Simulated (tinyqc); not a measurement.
Width of the well: hydrogenic donor in a hard-walled well (variational).

Trial function cos(pi z/L) exp(-r/lam), r measured from the donor at zi, walls at +/- L/2, one eps everywhere. Counted from the lowest subband, E(lam) = c/(m lam^2) - (q/eps) I0/I1, with I0 the integral of cos^2(pi z/L) exp(-2|z - zi|/lam) over the well and I1 the same with the factor (|z - zi| + lam/2); c = hbar^2/2m0, q = e^2/(4 pi eps0). The binding energy is -E at the minimum.

Constants: hbar^2/2m0 = 3.80998211 eV angstrom^2; e^2/(4 pi eps0) = 14.39964547 eV angstrom.

Values chosen for the exercise (out of a larger set: near those of InP; not measured data): m = 0.079 m0 (mass); eps = 12.7 (dielectric constant); Ls = (18, 37, 69, 154, 336, 540, 1069) angstrom (widths).

Ry* = 6.6641 meV
a* = 85.070 angstrom

Donor at the centre and at the wall (zi = L/2).

Binding:

| L (angstrom) | L/a* | centre (meV) | in Ry* | wall (meV) | in Ry* | centre/wall |
|---|---|---|---|---|---|---|
| 18 | 0.21 | 21.89 | 3.284 | 16.13 | 2.421 | 1.36 |
| 37 | 0.43 | 18.99 | 2.850 | 12.24 | 1.837 | 1.55 |
| 69 | 0.81 | 16.03 | 2.405 | 9.12 | 1.368 | 1.76 |
| 154 | 1.81 | 12.22 | 1.833 | 5.87 | 0.881 | 2.08 |
| 336 | 3.95 | 9.22 | 1.383 | 3.70 | 0.554 | 2.49 |
| 540 | 6.35 | 7.98 | 1.197 | 2.81 | 0.421 | 2.84 |
| 1069 | 12.57 | 7.06 | 1.059 | 2.05 | 0.308 | 3.44 |

At the centre the binding falls from 3.28 to 1.06 Ry*, between the limits 4 and 1. At the wall it falls from 2.42 to 0.31 Ry*, towards 1/4: the wall forces a node through the donor, as in a 2p state. With this trial function, which underbinds wall donors by about a tenth, the wall donor drops below the bulk value between 69 and 154 angstrom. The ratio grows from 1.36 to 3.44.

Program tinyqc; command `OMP_NUM_THREADS=1 python tinyqc.py 1251405 1251406 out.jsonl`; about 0.01 s on one thread of a shared Intel(R) Xeon(R) Processor @ 2.30GHz.
